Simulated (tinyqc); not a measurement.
Length of a polyene: Hueckel, PPP and singles CI along the polyenes. Computed by the program tinyqc. 

All-trans chains of carbon centres 1.40 angstrom apart:

| parameter | value |
|---|---|
| beta (eV), times 1 +/- alternation | -2.310000 |
| alternation | 0.040000 |
| W (eV) | 11.160000 |
| gamma_rr (eV) | 10.950000 |
| repulsion formula | Ohno |

Hueckel uses the same beta without repulsion; CIS keeps all single excitations and so misses the low, doubly excited 2Ag state. W is the valence ionisation energy of a centre, MN the Mataga-Nishimoto formula, f the oscillator strength.

Gaps and excitations (eV):

| centres | Hueckel gap | PPP orbital gap | bright singlet (CIS) | f | lowest triplet (CIS) |
|---|---|---|---|---|---|
| 2 | 4.8048 | 12.3017 | 6.5313 | 0.5600 | 3.0783 |
| 4 | 3.0743 | 9.7378 | 5.0951 | 1.0537 | 2.1040 |
| 6 | 2.2864 | 8.4323 | 4.2429 | 1.4793 | 1.6401 |
| 8 | 1.8406 | 7.6510 | 3.6907 | 1.8551 | 1.3876 |
| 10 | 1.5548 | 7.1386 | 3.3089 | 2.1914 | 1.2356 |
| 12 | 1.3565 | 6.7821 | 3.0331 | 2.4990 | 1.1376 |
| 14 | 1.2110 | 6.5234 | 2.8275 | 2.7869 | 1.0710 |

The Hueckel gap tends to 4 x alternation x |beta| = 0.37 eV for long chains. Exchange opens the PPP orbital gap, and the attraction of electron and hole brings the bright state 3.70 eV below it at 14 centres; the triplet lies 1.76 eV lower still.
